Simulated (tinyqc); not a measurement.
Inside a calculation. Model: resistance of a tapered via with liner, size effect and interface.

tinyqc, about 0.01 s, one thread, Intel Xeon 2.30GHz (shared host): `OMP_NUM_THREADS=1 python tinyqc.py 2750186 2750187 out.jsonl` Printed values are rounded.

A round via whose diameter grows from db at the bottom as D(z) = db + 2 z/tan(ang). The fill, of diameter D - 2 tl, starts above the bottom liner (thickness fb tl) and has rho = rho0 (1 + ks lam/(D - 2 tl)); the sidewall liner conducts in parallel with it. The bottom liner and the interface are crossed over the full area pi db^2/4. Spreading in the lines above and below is left out.

Inputs (values chosen for the exercise); fill metal close to copper: diameter at the bottom db = 19 nm; height hv = 50 nm; sidewall angle ang = 85 degrees; bulk resistivity of the fill rho0 = 1.68 uohm cm; mean free path of the fill lam = 40.5 nm; size-effect factor ks = 1; liner on the sidewall tl = 1.8 nm; liner at the bottom over that on the sidewall fb = 1; resistivity of the liner rl = 280 uohm cm; interface resistivity at the bottom ri = 1.6e-12 ohm cm^2; ballistic conductance per area, about 3/(4 rho0 lam) Sb = 1.1e15 S/m^2.

Range of the model: The ballistic limit exceeds half of R_fill, so a diffusive resistivity alone understates the resistance.

## Slices of the via

Slices between z0 = fb tl and hv, evaluated at their midpoints: conductance per length pi/4 [(D - 2 tl)^2/rho + (D^2 - (D - 2 tl)^2)/rl], slice resistance = slice height over that. 10 slices.

```
slice	z (nm)	D (nm)	rho (uohm cm)	slice resistance (ohm)
0	4.21	19.73665	5.896487	1.375343
1	9.03	20.58005	5.687056	1.199084
2	13.85	21.42344	5.497446	1.052833
3	18.67	22.26683	5.324969	0.9303670
4	23.49	23.11022	5.167403	0.8269640
5	28.31	23.95361	5.022896	0.7389911
6	33.13	24.79700	4.889888	0.6636228
7	37.95	25.64039	4.767060	0.5986381
8	42.77	26.48378	4.653285	0.5422739
9	47.59	27.32717	4.547599	0.4931178
```

## Total resistance

R_fill = sum of the slices; R_bottom = rl fb tl/(pi db^2/4); R_interface = ri/(pi db^2/4); ballistic (Sharvin) limit 1/(Sb pi (db - 2 tl)^2/4); ideal cylinder rho0 hv/(pi db^2/4).

parts (ohm): fill 8.421235, bottom liner 17.77598, interface 0.5643167
R = 26.76153 ohm
shares (%): fill 31.46769, bottom liner 66.42362, interface 2.10869
ballistic limit = 4.880631 ohm
ideal cylinder = 2.962663 ohm

The bottom liner is the largest part, and R is 9.03 times the ideal cylinder. With 2000 slices R = 26.769 ohm.
